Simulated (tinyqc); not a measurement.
Inputs raised by 2 %, one at a time: Tersoff bond-order potential. Computed by tinyqc, a small Python program. Command: `OMP_NUM_THREADS=1 python tinyqc.py 3001958 3001959 out.jsonl tersoff sens`. One thread of a shared host (Intel(R) Xeon(R) Processor @ 2.30GHz), about 0.03 s of CPU time with the checks.

E = (1/2) sum_(i, j != i) [A exp(-lambda r_ij) - b_ij B exp(-mu r_ij)], b_ij = (1 + (beta zeta_ij)^n)^(-1/(2n)), zeta_ij = sum_(k != i, j) g(theta_ijk), g = 1 + c^2/d^2 - c^2/(d^2 + (h - cos theta)^2), with theta at atom i. Only nearest neighbours count (cut-off function 1 for them, 0 beyond).

Inputs (values chosen for the exercise, modelled on silicon):
```
quantity,value,unit
A,1823.9,eV
B,470.6,eV
lambda,2.4799,1/angstrom
mu,1.7322,1/angstrom
beta,1.11e-06,-
n,0.7933,-
c,100600,-
d,16.4,-
h,-0.5928,-
```

Constants: 1 eV/angstrom^3 = 160.2176634 GPa.

Method:
- zeta = 3 g(cos theta = -1/3).
- With z equal bonds of order b, r = ln(lambda A/(mu b B))/(lambda - mu) and E per atom = -(z/2) b B exp(-mu r)(1 - mu/lambda).
- a0 = 4 r/sqrt3; B0 = phi''(r)/(3 a0) with phi'' = mu (lambda - mu) b B exp(-mu r), since b does not change under uniform scaling.
- Second derivatives of the energy per atom, volume V = a0^3/8: e_xx gives C11; e_xx = -e_yy gives 2 (C11 - C12); e_xy = e_yx = s/2 with a sublattice shift u_z gives C44 = (E_ss - E_su^2/E_uu)/V and Kleinman's parameter |E_su/E_uu|/(a0/4).
- Each of the four neighbours loses one bond; its three other bonds now have zeta = 2 g, for the direction that starts at it. E_v = -E + 12 x (1/2)(b(3g) - b(2g)) B exp(-mu r), where -E is the pair-like cost.

Runs:
```
input moved,from,to,bulk modulus B0 (GPa),C44 (GPa),unrelaxed vacancy energy E_v (eV),Kleinman's parameter
base run,-,-,99.67,68.655,4.2082,0.67974
B (eV),470.6,480.012,107.66,75.487,4.4939,0.67217
beta,1.11e-06,1.1322e-06,99.44,69.290,4.1924,0.67598
c,100600,102612,99.20,69.925,4.1764,0.67218
d,16.4,16.728,100.57,66.121,4.2698,0.69449
h,-0.5928,-0.604656,98.60,67.389,4.1353,0.68701
lambda (1/angstrom),2.4799,2.5295,138.20,97.942,5.4530,0.66298
mu (1/angstrom),1.7322,1.76684,74.06,49.458,3.1598,0.69742
```

Exponents ln(y'/y) / ln(x'/x):
```
input,bulk modulus B0,C44,unrelaxed vacancy energy E_v,Kleinman's parameter
B,3.890,4.790,3.317,-0.565
beta,-0.118,0.465,-0.190,-0.280
c,-0.238,0.926,-0.384,-0.565
d,0.455,-1.899,0.733,1.084
h,-0.546,-0.940,-0.883,0.537
lambda,16.503,17.940,13.084,-1.261
mu,-15.003,-16.565,-14.471,1.297
```

Which inputs matter most for each result?

Among the inputs moved here: bulk modulus B0 answers most in size to lambda (exponent +16.503), next to mu (-15.003). C44 answers most in size to lambda (exponent +17.940), next to mu (-16.565). Unrelaxed vacancy energy E_v answers most in size to mu (exponent -14.471), next to lambda (+13.084). Kleinman's parameter answers most in size to mu (exponent +1.297), next to lambda (-1.261).
